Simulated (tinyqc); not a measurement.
# Narrowing from the saturation current

Problem. A uniform n-type emitter has J0 = (q p0 D/L)(s + tanh(W/L))/(1 + s tanh(W/L)), D = mup Vt, s = S L/D, and p0 = (ni^2/N) exp(dE_app/kB T), where dE_app = dEg + kB T ln[(N/Nc) exp(-eta)]. Find p0, dE_app and dEg.

Parameters, values chosen for the exercise; band and dielectric values close to those of silicon: temperature T = 250 K; conduction-band density of states at 250 K Nc = 2.12e19 cm^-3; ionised donor density N = 6.1e18 cm^-3; minority-hole mobility mup = 170 cm^2/(V s); emitter width W = 76 nm; recombination velocity at the contact S = 8.2e6 cm/s.

Constants: q = 1.602176634e-19 C, kB = 1.380649e-23 J/K, Vt = kB T/q. Results are converted to the units shown.

J0 = 2.0792839 fA/cm^2
L = 5049.7338 nm
ni = 6.6691686e7 cm^-3
converged eta = -1.1443887

Solution. J0 gives p0, its ratio to ni^2/N gives dE_app, and the degeneracy term is taken off.

p0 = 0.0285 cm^-3
dE_app = 79.0 meV
dEg = 81.2 meV

tinyqc, about 0.01 s, one thread, Intel Xeon 2.30GHz (shared host): `OMP_NUM_THREADS=1 python tinyqc.py 2330024 2330025 out.jsonl`
